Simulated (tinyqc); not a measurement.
Resistance of a tapered via with liner, size effect and interface: two steps of the calculation.

A round via whose diameter grows from db at the bottom as D(z) = db + 2 z/tan(ang). The fill, of diameter D - 2 tl, starts above the bottom liner (thickness fb tl) and has rho = rho0 (1 + ks lam/(D - 2 tl)); the sidewall liner conducts in parallel with it. The bottom liner and the interface are crossed over the full area pi db^2/4. Spreading in the lines above and below is left out.

Parameters, values chosen for the exercise; fill metal close to copper: diameter at the bottom db = 19 nm; height hv = 54 nm; sidewall angle ang = 88 degrees; bulk resistivity of the fill rho0 = 1.67 uohm cm; mean free path of the fill lam = 38.7 nm; size-effect factor ks = 1.5; liner on the sidewall tl = 2.7 nm; liner at the bottom over that on the sidewall fb = 0.7; resistivity of the liner rl = 440 uohm cm; interface resistivity at the bottom ri = 6.3e-13 ohm cm^2; ballistic conductance per area, about 3/(4 rho0 lam) Sb = 1.1e15 S/m^2.

Task 1. Slices of the via. Slices between z0 = fb tl and hv, evaluated at their midpoints: conductance per length pi/4 [(D - 2 tl)^2/rho + (D^2 - (D - 2 tl)^2)/rl], slice resistance = slice height over that. 6 slices.

Wanted: z; D; rho; slice resistance.

Result 1.

| slice | z (nm) | D (nm) | rho (uohm cm) | slice resistance (ohm) |
|---|---|---|---|---|
| 0 | 6.2325 | 19.435 | 8.5771 | 4.7302 |
| 1 | 14.918 | 20.042 | 8.2910 | 4.2073 |
| 2 | 23.602 | 20.648 | 8.0276 | 3.7606 |
| 3 | 32.288 | 21.255 | 7.7844 | 3.3767 |
| 4 | 40.972 | 21.862 | 7.5591 | 3.0447 |
| 5 | 49.657 | 22.468 | 7.3498 | 2.7561 |

Task 2. Total resistance. R_fill = sum of the slices; R_bottom = rl fb tl/(pi db^2/4); R_interface = ri/(pi db^2/4); ballistic (Sharvin) limit 1/(Sb pi (db - 2 tl)^2/4); ideal cylinder rho0 hv/(pi db^2/4).

| slice | slice resistance (ohm) |
|---|---|
| 0 | 4.7302070 |
| 1 | 4.2072880 |
| 2 | 3.7606192 |
| 3 | 3.3766699 |
| 4 | 3.0447009 |
| 5 | 2.7561149 |

Give: parts; R; shares; ballistic limit; ideal cylinder.

Result 2.

parts (ohm): fill 21.876, bottom liner 29.330, interface 0.22220
R = 51.428 ohm
shares (%): fill 42.536, bottom liner 57.032, interface 0.432
ballistic limit = 6.2581 ohm
ideal cylinder = 3.1806 ohm

The bottom liner is the largest part, and R is 16.2 times the ideal cylinder. With 2000 slices R = 51.443 ohm.

Numbers from tinyqc (`OMP_NUM_THREADS=1 python tinyqc.py 2750067 2750068 out.jsonl`; about 0.01 s on one thread of a shared Intel Xeon 2.30GHz).
